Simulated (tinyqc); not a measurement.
# Worked calculation: planar ballistic transistor, top-of-the-barrier model

Numbers from tinyqc (`OMP_NUM_THREADS=1 python tinyqc.py 2400135 2400136 out.jsonl`; about 0.01 s on one thread of a shared Intel Xeon 2.30GHz). Printed values are rounded.

At the top of the source barrier, states moving towards the drain are filled by the source (Fermi level 0) and states moving back by the drain (Fermi level -q Vd); nothing scatters. U is the shift of the band edge there, set by the capacitances CG, CD and CS (the total) and by the charge. Parabolic two-dimensional band; the source is grounded.

Parameters, values chosen for the exercise; mass and valleys close to those of silicon (two valleys):
- T = 300 K (temperature)
- m = 0.193 m0 (effective mass)
- gv = 2 (valley degeneracy)
- eox = 3.9 (relative permittivity of the gate insulator)
- tox = 3.3 nm (insulator thickness)
- aG = 0.84 (gate control CG/CS)
- aD = 0.006 (drain control CD/CS)
- E0 = 0.3 eV (band edge at the barrier top above the source Fermi level at zero bias)
- Vg = 0.4 V (gate voltage)
- Vd = 0.2 V (drain voltage)

Constants: q = 1.602176634e-19 C, kB = 1.380649e-23 J/K, hbar = 1.054571817e-34 J s, m0 = 9.1093837015e-31 kg, Vt = kB T/q, eps0 = 8.8541878128e-14 F/cm where lengths are in cm. Results are converted to the units shown.

## Density of states, capacitances and charge at zero bias

N0 = gv m kB T/(pi hbar^2), CG = eps0 eox/tox, vT = sqrt(2 kB T/(pi m)), CS = CG/aG, n0 = n at U = 0 and Vd = 0. eta1 = -(E0 + U)/Vt, eta2 = eta1 - Vd/Vt, n = (N0/2)[F_0(eta1) + F_0(eta2)], F_0(x) = ln(1 + exp x). UL = -(aG Vg + aD Vd).

N0 = 4.16849e12 cm^-2
CG = 1.04640 uF/cm^2
CS = 1.24572 uF/cm^2
n0 = 3.80363e7 cm^-2
UL = -0.3372 eV

## Iteration 1: self-consistent potential at the barrier top

U at the start (U = UL) = -0.3372 eV

eta1 = -(E0 + U)/Vt, eta2 = eta1 - Vd/Vt, n = (N0/2)[F_0(eta1) + F_0(eta2)], F_0(x) = ln(1 + exp x). U(out) = UL + q (n - n0)/CS. Newton step: U(new) = U + (U(out) - U)/(1 + CQ/CS), CQ = (q/Vt) dn/d(eta1) with both F' summed; F_0'(x) = 1/(1 + exp(-x)).

eta1 = 1.43896
eta2 = -6.29739
n = 3.44657e12 cm^-2
U(out) = 0.106074 eV
CQ = 10.4645 uF/cm^2
U after iteration 1 = -0.290045 eV

## Iteration 2: self-consistent potential at the barrier top

As before.

eta1 = -0.385069
eta2 = -8.12141
n = 1.08241e12 cm^-2
U(out) = -0.197991 eV
CQ = 5.23403 uF/cm^2
U after iteration 2 = -0.272348 eV

## Course of the iteration: self-consistent potential at the barrier top

Stop when U changes by less than 1e-9 eV, or after 90 iterations.

Course of the iteration:
```
iteration	U (eV)	|change| (eV)
1	-0.290045	0.0472
2	-0.272348	0.0177
3	-0.268441	3.91e-3
4	-0.268272	1.69e-4
5	-0.268271	3.00e-7
6	-0.268271	9.47e-13
```

Converged in 6 iterations. At the end the number of correct digits about doubles with each step.

## Current, mean velocity and share of the gate voltage

converged U = -0.268271 eV

N0 = gv m kB T/(pi hbar^2), CG = eps0 eox/tox, vT = sqrt(2 kB T/(pi m)), CS = CG/aG, n0 = n at U = 0 and Vd = 0. eta1 = -(E0 + U)/Vt, eta2 = eta1 - Vd/Vt, n = (N0/2)[F_0(eta1) + F_0(eta2)], F_0(x) = ln(1 + exp x). I = q (N0/2) vT [F_(1/2)(eta1) - F_(1/2)(eta2)] per width, F_(1/2)(x) = (2/sqrt(pi)) int_0^infinity u^(1/2)/(1 + exp(u - x)) du. Mean velocity I/(q n). CQ = (q/Vt) dn/d(eta1); the band edge follows the gate as -dU/dVg = aG/(1 + CQ/CS).

eta1 = -1.22732
n = 5.35970e11 cm^-2
I = 109.053 uA/um
mean velocity = 1.26996e7 cm/s
CQ = 2.92933 uF/cm^2
-dU/dVg = 0.250633 eV/V

The carriers from the source are near degeneracy (eta1 = -1.23), and the mean velocity is 1.04 times vT = sqrt(2 kB T/(pi m)) = 1.22e7 cm/s.
